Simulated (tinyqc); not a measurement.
# Mass and degeneracy from charge and saturation current

Question. At high drain voltage only states moving towards the drain are filled: n = (N0/2) F_0(eta), N0 = gv m kB T/(pi hbar^2), F_0(x) = ln(1 + exp x), and I = q (N0/2) vT F_(1/2)(eta) per width, vT = sqrt(2 kB T/(pi m)), F_(1/2)(x) = (2/sqrt(pi)) int_0^infinity u^(1/2)/(1 + exp(u - x)) du. Find eta and m.

Values chosen for this exercise: temperature T = 200 K; valley degeneracy gv = 4.

Constants: q = 1.602176634e-19 C, kB = 1.380649e-23 J/K, hbar = 1.054571817e-34 J s, m0 = 9.1093837015e-31 kg. Results are converted to the units shown.

n = 4.9775556e13 cm^-2
I = 7326.8157 uA/um

Solution. The mass drops out of I^2/(q^2 n) = gv (kB T)^2 F_(1/2)^2/(pi^2 hbar^2 F_0), which rises with eta and so fixes it; n then gives m.

eta = 4.91
m = 0.703 m0

tinyqc, about 0.01 s, one thread, Intel Xeon 2.30GHz (shared host): `OMP_NUM_THREADS=1 python tinyqc.py 2400063 2400064 out.jsonl`
